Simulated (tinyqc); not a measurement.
# A clean chain and dephasing by Buettiker voltage probes: effects of single changes

Sites 1 to 4 form a chain with hopping -t. Lead L joins site 1 and lead R site 4, both semi-infinite chains with hopping -t and site energy 0. Every site carries a probe with self-energy -i Gamma_p/2 that draws no net current. Linear response at zero temperature: mu_L = 1, mu_R = 0 in units of the bias.

Inputs (values chosen for the exercise): hopping (matrix element -t) t = 1 eV; site energies 1 to N U = [0, 0, 0, 0] eV; Fermi energy E = -0.22 eV; probe broadening Gamma_p gp = 0.37 eV.

Constants: q = 1.602176634e-19 C, h = 6.62607015e-34 J s. Results are converted to the units shown.

Each table varies one quantity; the others keep the values above.

## Coherent and dephased transmission against energy

Sigma = t^2 g(E), g(x) = (x - i sqrt(4 t^2 - x^2))/(2 t^2) for |x| < 2 t and (x - sign(x) sqrt(x^2 - 4 t^2))/(2 t^2) otherwise; Gamma = -2 Im Sigma; G = (E - H - Sigma_L - Sigma_R + i Gamma_p/2)^(-1). With Gamma the broadening by one lead, T_RL = Gamma^2 |G_(4,1)|^2, T_pL = Gamma Gamma_p |G_(p,1)|^2, T_pR = Gamma Gamma_p |G_(p,4)|^2, T_pq = Gamma_p^2 |G_(p,q)|^2 for p != q. No current into probe p: W mu = T_pL with W_pp = T_pL + T_pR + sum_q T_pq and W_pq = -T_pq. Then T_eff = T_RL + sum_p T_pR mu_p, and the resistance is (h/2q^2)/T_eff. Without probes means Gamma_p = 0.

The same in every row: T without probes = 1.000.

Result of one run:

| E (eV) | T_eff |
|---|---|
| -1.8 | 0.5386 |

What becomes of these results when the Fermi energy E is changed from -1.8 to -0.3 eV, all else the same?

Result of the changed run:

| E (eV) | T_eff |
|---|---|
| -0.3 | 0.7261 |

The whole series:

| E (eV) | T_eff |
|---|---|
| -1.8 | 0.5386 |
| -1.5 | 0.6339 |
| -1.2 | 0.6807 |
| -0.9 | 0.7062 |
| -0.6 | 0.7197 |
| -0.3 | 0.7261 |
| 0 | 0.7278 |
| 0.3 | 0.7261 |
| 0.6 | 0.7197 |
| 0.9 | 0.7062 |
| 1.2 | 0.6807 |
| 1.5 | 0.6339 |
| 1.8 | 0.5386 |

Without probes T is 1.00 in every row, with them between 0.539 and 0.728. The probes lower it in 13 rows and raise it in 0.

## Effect of the dephasing strength

Same model as above.

Effect of the dephasing strength:

| gp (eV) | T_RL | through probes | T_eff | resistance (kohm) |
|---|---|---|---|---|
| 0.011 | 0.9781 | 0.01094 | 0.9891 | 13.05 |
| 0.021 | 0.9586 | 0.02068 | 0.9793 | 13.18 |
| 0.039 | 0.9245 | 0.03769 | 0.9622 | 13.41 |
| 0.075 | 0.8600 | 0.06980 | 0.9298 | 13.88 |
| 0.14 | 0.7548 | 0.1216 | 0.8764 | 14.73 |
| 0.27 | 0.5819 | 0.2035 | 0.7855 | 16.43 |
| 0.51 | 0.3617 | 0.2957 | 0.6574 | 19.63 |
| 0.98 | 0.1459 | 0.3471 | 0.4930 | 26.18 |
| 1.9 | 0.02766 | 0.2903 | 0.3179 | 40.60 |
| 3.5 | 0.002301 | 0.1743 | 0.1766 | 73.09 |

Without probes the transmission is 1.00. T_eff falls from 0.989 to 0.177; the direct part falls from 0.978 to 0.00230 and the part through probes goes from 0.0109 through a maximum of 0.347 (at gp = 0.98 eV among the rows listed) to 0.174. At this energy dephasing lowers T_eff from the start: the probes give back less than the direct part loses.

Numbers from tinyqc (`OMP_NUM_THREADS=1 python tinyqc.py 2700036 2700037 out.jsonl`; about 0.01 s on one thread of a shared Intel Xeon 2.30GHz).
